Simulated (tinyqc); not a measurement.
Exact and approximate surface terms: size effects in the resistivity of thin metal films and interconnect lines. Computed by tinyqc, a small Python program. Command: `OMP_NUM_THREADS=1 python tinyqc.py 3017861 3017862 out.jsonl size walk`. One thread of a shared host (Intel(R) Xeon(R) Processor @ 2.30GHz), about 0.01 s of CPU time with the checks.

Electrons lose their drift at surfaces (a share 1 - p of the hits) and at grain boundaries (reflection R), besides bulk scattering.

Inputs (values chosen for the exercise, modelled on aluminium): bulk mean free path lambda = 18.7 nm; specularity p = 0.

Geometry: film.

Method. Fuchs-Sondheimer film: rho_b/rho = 1 - (3/(2 kappa))(1 - p) int_0^1 (s - s^3)(1 - exp(-kappa/s))/(1 - p exp(-kappa/s)) ds, f = rho/rho_b, kappa = thickness/lambda, 80 Gauss-Legendre points. Thick-film form 1 + 3 (1 - p)/(8 kappa); thin-film form (4/3)((1 - p)/(1 + p))/(kappa ln(1/kappa)).

Rho/rho_b:
```
kappa  h (nm)   exact  thick-film form  thin-film form
0.01    0.187  26.484          38.5000          28.953
0.02    0.374  15.333          19.7500          17.041
0.05    0.935   7.728           8.5000           8.902
0.1      1.87   4.782           4.7500           5.791
0.2      3.74   3.096           2.8750           4.142
0.5      9.35   1.916           1.7500               -
1        18.7   1.462           1.3750               -
2        37.4   1.221           1.1875               -
5        93.5   1.081           1.0750               -
10        187   1.039           1.0375               -
```

What does the comparison show, and why?

The thick-film form is within 5 % down to kappa = 2; at kappa = 0.01 it is 1.45 times the exact value and the thin-film form 1.09 times. The resistivity doubles between 3.74 and 9.35 nm. Rows thinner than about 5 nm only illustrate the formulas.

Extremes, crossings and ranges named in words are read from the listed rows.
